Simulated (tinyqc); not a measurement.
Frenkel-Kontorova chain: a misfit dislocation (kink) in a monolayer on a periodic substrate: one step, computed by the program tinyqc. Command: `OMP_NUM_THREADS=1 python tinyqc.py 3016363 3016364 out.jsonl fkchain walk`. One thread of a shared host (Intel(R) Xeon(R) Processor @ 2.30GHz), about 0.02 s of CPU time with the checks.

E = sum_j [(k/2)(x_(j+1) - x_j - b)^2 + (W/2)(1 - cos(2 pi x_j/a))], x_j = a (j + u_j). A kink takes u from 0 to 1: the chain is stretched by one period and has one atom fewer than wells.

Problem. Start between two atoms. Discrete chain at f = 0, ends held at u = 0 and 1: E = (k a^2/2) sum (u_(j+1) - u_j)^2 + (W/2) sum (1 - cos 2 pi u_j), gradient g_j = k a^2 (2 u_j - u_(j-1) - u_(j+1)) + pi W sin(2 pi u_j), Hessian 2 k a^2 + 2 pi^2 W cos(2 pi u_j) on the diagonal and -k a^2 beside it. Free atoms j = -n..n-1 start from the continuum shape centred half-way, at j + 1/2.

Inputs (values chosen for the exercise, for a model overlayer):
```
quantity              value           unit
spring constant k      2.11  eV/angstrom^2
substrate period a     3.89       angstrom
corrugation W           5.6             eV
atoms on each side n      9              -
```

kink width l0 = 1.688425

Give: u at the start; E at the start; gradient.

Solution.

u at the start: 0.00000  0.00000  0.00000  0.00002  0.00015  0.00095  0.00608  0.03901  0.23917  0.76083  0.96099  0.99392  0.99905  0.99985  0.99998  1.00000  1.00000  1.00000

E at the start = 11.050 eV

gradient (eV): 0.0000  0.0000  -0.0001  -0.0008  -0.0053  -0.0338  -0.2162  -1.0696  7.2871  -7.2871  1.0696  0.2162  0.0338  0.0053  0.0008  0.0001  0.0000  0.0000

Caution: a corrugation above 1 eV is larger than real overlayers usually show; it is chosen to keep the kink narrow. Caution: for l0 below about 3 the kink spans few atoms, and the continuum kink energy is off by about 2 per cent or more.
